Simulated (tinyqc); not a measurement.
Double-gate transistor, scale length and short-channel effects: course of the iteration: decay constant by Newton steps.

A body of thickness ts between two insulators of thickness ti and two tied gates. Below threshold the potential that source and drain add obeys Laplace's equation and vanishes on the gate. Its lowest mode decays along the channel as exp(-k y); k is the smallest positive root of the matching condition at the interface, and the scale length is Lambda = pi/k.

f(k) = ei cos(k ti) cos(k ts/2) - eps_r sin(k ti) sin(k ts/2); f' by a central difference with +/- 1e-5 1/nm; k(new) = k - f/f'.

Stop when k changes by less than 1e-10 1/nm, or after 30 iterations.

Parameters, values chosen for the exercise; permittivities: semiconductor close to that of silicon, insulator close to that of silicon nitride:
```
symbol  value  unit                                     meaning
eps_r    11.7        relative permittivity of the semiconductor
ei       7.47            relative permittivity of the insulator
ti        2.7    nm                         insulator thickness
ts        6.5    nm                              body thickness
```

k at the start = 0.2025 1/nm

Course of the iteration:

| iteration | k (1/nm) | \|change\| (1/nm) |
|---|---|---|
| 1 | 0.227492 | 0.0250 |
| 2 | 0.226902 | 5.90e-4 |
| 3 | 0.226902 | 2.28e-7 |
| 4 | 0.226902 | 3.45e-14 |

Did this iteration meet its convergence test, and what does its course show?

Yes. Converged in 4 iterations. At the end the number of correct digits about doubles with each step.

Computed by the program tinyqc: `OMP_NUM_THREADS=1 python tinyqc.py 2420069 2420070 out.jsonl`, one thread of a shared Intel Xeon 2.30GHz, about 0.01 s for the whole run.
